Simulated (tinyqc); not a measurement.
Kronig-Penney superlattice by transfer matrices: one step. Layer matrices at one energy. Two cases, with inputs chosen for the exercise.

Task: Form the matrix of the well and of the barrier at E.

Wells (width a, potential 0, mass mw) alternate with barriers (width b, height V0, mass mb); period d = a + b; c = hbar^2/2m0. The vector (psi, psi'/m) is continuous, and a layer of thickness t carries it by M = [[cos kt, (m/k) sin kt], [-(k/m) sin kt, cos kt]] with k = sqrt(m (E - V)/c); for E < V, k = i kappa gives [[cosh, (m/kappa) sinh], [(kappa/m) sinh, cosh]] of kappa t. A Bloch state obeys cos(q d) = tr(Mb Mw)/2.

Constants: hbar^2/2m0 = 3.80998211 eV angstrom^2.

Give: k in the well; kappa in the barrier; Mw (angstrom units); Mb (angstrom units).

Case 1.

Values chosen (near those of a strained Si superlattice with barriers of SiGe; the results hold for these values, not for the real material): a = 28 angstrom (well width); b = 16 angstrom (barrier width); V0 = 0.186 eV (barrier height); mw = 0.938 m0 (mass in the wells); mb = 0.931 m0 (mass in the barriers); E = 0.0309 eV (trial energy).

Result:

k in the well = 0.08722 1/angstrom
kappa in the barrier = 0.19468 1/angstrom

Mw (angstrom units):
```
[[-0.76522, 6.9233],
 [-0.059861, -0.76522]]
```

Mb (angstrom units):
```
[[11.287, 53.767],
 [2.3510, 11.287]]
```

Case 2.

Values chosen (near those of a non-polar GaN superlattice with barriers of AlGaN; the results hold for these values, not for the real material): a = 43 angstrom (well width); b = 15 angstrom (barrier width); V0 = 0.33 eV (barrier height); mw = 0.202 m0 (mass in the wells); mb = 0.226 m0 (mass in the barriers); E = 0.2015 eV (trial energy).

Result:

k in the well = 0.10336 1/angstrom
kappa in the barrier = 0.08731 1/angstrom

Mw (angstrom units):
```
[[-0.26472, -1.8846],
 [0.49343, -0.26472]]
```

Mb (angstrom units):
```
[[1.9873, 4.4456],
 [0.66343, 1.9873]]
```

Computed by tinyqc, one run a case: `OMP_NUM_THREADS=1 python tinyqc.py N N+1 out.jsonl` with N = 1281899, 1282034; one thread of a shared Intel(R) Xeon(R) Processor @ 2.30GHz, about 0.08 s a run at most.
